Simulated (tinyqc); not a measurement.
# Avrami exponent and time from two shares

Inverse problem. f = 1 - exp(-(t/tau)^m). Find m and tau.

f at t = 1500 and 3900 ns: [0.29689072, 0.77161768]

Answer. ln(-ln(1 - f)) is linear in ln t with slope m.

m = 1.500
tau = 3007 ns

Program tinyqc, `OMP_NUM_THREADS=1 python tinyqc.py 2860028 2860029 out.jsonl`; Intel Xeon 2.30GHz, shared host, one thread, about 0.01 s.
